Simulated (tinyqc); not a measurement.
Thinning the body: Gamma, L and X subbands of a thin body with non-parabolic valleys.

Hard walls, flat band, c = hbar^2/2m0, energies from the bulk Gamma edge. For a valley at angle theta to the normal 1/m_z = cos^2/ml + sin^2/mt and m_d = sqrt(ml mt^2/m_z). Subband n starts at E_v + e with e (1 + a e) = c (n pi/t)^2/m_z, and its density-of-states mass is taken as m_d (1 + 2 a e), without further growth at higher in-plane energy. Groups are named by valley and degeneracy.

n_i = g m/(2 pi c) kB T ln(1 + exp((EF - E_i)/kB T)), sum n_i = Ns (1e12/cm^2 = 1e-4/angstrom^2), c = hbar^2/2m0. Quantum capacitance Cq = 1602.176634 sum g m/(2 pi c) f_i in microfarad/cm^2 with f_i = 1/(1 + exp((E_i - EF)/kB T)); Cox = 34.5313/eot (one gate); C/Cox = Cq/(Cq + Cox), the centroid term left out.

Constants: hbar^2/2m0 = 3.80998211 eV angstrom^2; kB = 8.617333262e-05 eV/K.

Parameters, chosen for this exercise (near those of a thin Ge channel; shifted at random, so the results belong to these values and not to a real crystal):
- face = 100 (surface)
- mG = 0.0386 m0 (Gamma mass)
- aG = 1.02 1/eV (Gamma non-parabolicity)
- EL = -0.16 eV (L edge above Gamma)
- mL = (1.591, 0.082) m0 (L valleys (four, along <111>): ml, mt)
- EX = 0.021 eV (X edge above Gamma)
- mX = (0.931, 0.195) m0 (Delta valleys (six, along <100>): ml, mt)
- aS = 0.5 1/eV (non-parabolicity of L and X)
- Ns = 9.7 x 1e12/cm^2 (sheet density)
- T = 300 K (temperature)
- eot = 10 angstrom (equivalent oxide thickness)
- ts = (20, 26, 34, 45, 60, 85, 130) angstrom (thicknesses)

Lowest edge of each valley type, the lowest group, the Gamma share and C/Cox, with n = 1 to 8 of all groups.

Results:

| t (angstrom) | Gamma (eV) | L (eV) | X (eV) | lowest | Gamma share (%) | C/Cox |
|---|---|---|---|---|---|---|
| 20 | 1.131 | 0.442 | 0.117 | X2 | 0.0 | 0.879 |
| 26 | 0.796 | 0.228 | 0.079 | X2 | 0.0 | 0.888 |
| 34 | 0.543 | 0.082 | 0.055 | X2 | 0.0 | 0.932 |
| 45 | 0.354 | -0.016 | 0.041 | L4 | 0.0 | 0.930 |
| 60 | 0.221 | -0.076 | 0.032 | L4 | 0.0 | 0.927 |
| 85 | 0.120 | -0.117 | 0.027 | L4 | 0.0 | 0.926 |
| 130 | 0.055 | -0.142 | 0.023 | L4 | 0.0 | 0.931 |

From 130 down to 20 angstrom Gamma rises by 1.08 eV, L by 0.58 and X by 0.09 eV, the light Gamma mass moving most. The lowest group changes from L4 to X2 between 45 and 34 angstrom. The Gamma share stays near 0 %. C/Cox is 0.93 and 0.88 at the ends and lies between 0.88 and 0.93. Hard walls overstate the rise in the thinnest rows.

Computed by tinyqc, a small Python program: `OMP_NUM_THREADS=1 python tinyqc.py 1252642 1252643 out.jsonl` (the numbers bound the seed that draws the inputs); one thread of a shared host (Intel(R) Xeon(R) Processor @ 2.30GHz), about 0.03 s for the whole set of steps.
